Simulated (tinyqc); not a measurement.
Along the crystal: crystal pulling from the melt: segregation, interface stability, heat balance and point-defect regime. Computed by tinyqc, a small Python program. Command: `OMP_NUM_THREADS=1 python tinyqc.py 3004984 3004985 out.jsonl pull walk`. One thread of a shared host (Intel(R) Xeon(R) Processor @ 2.30GHz), about 0.01 s of CPU time with the checks.

A dilute solute; steady pulling with a flat interface unless it is found unstable.

Inputs (values chosen for the exercise, for a model semiconductor):

| quantity | value | unit |
|---|---|---|
| equilibrium coefficient k0 | 0.57 | - |
| initial melt concentration C0 | 5.2e+16 | 1/cm^3 |
| diffusivity in the melt D | 0.00017 | cm^2/s |
| kinematic viscosity nu | 0.0027 | cm^2/s |
| crystal rotation | 2 | rpm |
| pull rate V | 0.61 | mm/min |
| gradient in the melt G_L | 9.9 | K/cm |
| solid conductivity k_S | 22.6 | W/(m K) |
| melt conductivity k_L | 60.8 | W/(m K) |
| latent heat per volume L | 4120 | J/cm^3 |
| melting point T_m | 1685 | K |
| interface energy gamma | 0.44 | J/m^2 |
| frozen fraction g | 0.56 | - |
| critical ratio xi_c | 0.13 | mm^2/(min K) |

Loss from the melt surface: none.

Constants: k_B = 1.380649e-23 J/K.

Method:
- delta = 1.61 D^(1/3) nu^(1/6) omega^(-1/2), omega = 2 pi rpm/60; k_eff = k0/[k0 + (1 - k0) exp(-V delta/D)] (Burton, Prim and Slichter); the melt at the interface is enriched by k_eff/k0.
- Axial profile: C_s = k_eff C0 (1 - g)^(k_eff - 1); bulk melt C_L = C_s/k_eff. Usable fraction: the g at which C_s has changed by 30 % from its first value (0.99 at most).
- k_S G_S = k_L G_L + L V; the largest rate for this G_S, with G_L = 0, is k_S G_S/L. Voronkov: the crystal grows vacancy-rich if V/G_S > xi_c and interstitial-rich if below; at fixed G_L the neutral rate solves V = xi_c G_S(V).
- Liquidus slope per concentration (van 't Hoff): |m| = k_B T_m^2 (1 - k0)/L. Solute gradient at the interface: G_C = (V/D) C_s (1 - k0)/k0. Constitutional supercooling sets in when |m| G_C > G_L. Critical C_s from the equality.
- Mullins-Sekerka for a thick solute layer: a ripple of wave number w grows if S(w) = -Gam w^2 - G* + |m| G_C (w* - V/D)/(w* - (1 - k0) V/D) > 0, Gam = gamma T_m/L, G* = (k_S G_S + k_L G_L)/(k_S + k_L), w* = V/(2D) + sqrt((V/(2D))^2 + w^2).
- The critical C_s is that at which the maximum of S over w is zero.

k_eff = 0.671894

critical C_s = 5.36362e+20 1/cm^3

critical C_s, Mullins-Sekerka = 1.09923e+21 1/cm^3

Axial profile:

| g | C_s (1/cm^3) | C_s/C_s(0) | the same for k0, no loss | C_s over constitutional limit | C_s over Mullins-Sekerka limit |
|---|---|---|---|---|---|
| 0.00 | 3.4939e+16 | 1.0000 | 1.0000 | 6.5140e-05 | 3.1784e-05 |
| 0.20 | 3.7592e+16 | 1.0760 | 1.1007 | 7.0088e-05 | 3.4199e-05 |
| 0.40 | 4.1314e+16 | 1.1825 | 1.2456 | 7.7026e-05 | 3.7584e-05 |
| 0.60 | 4.7192e+16 | 1.3507 | 1.4829 | 8.7986e-05 | 4.2932e-05 |
| 0.75 | 5.5061e+16 | 1.5759 | 1.8150 | 1.0266e-04 | 5.0090e-05 |
| 0.85 | 6.5108e+16 | 1.8635 | 2.2609 | 1.2139e-04 | 5.9230e-05 |
| 0.92 | 8.0022e+16 | 2.2904 | 2.9626 | 1.4919e-04 | 7.2798e-05 |
| 0.97 | 1.1040e+17 | 3.1598 | 4.5169 | 2.0583e-04 | 1.0043e-04 |

What does the comparison show, and why?

C_s changes by a factor 3.16 up to g = 0.97, against 4.52 for k0 without loss. Neither limit is reached.

Extremes, crossings and ranges named in words are read from the listed rows.
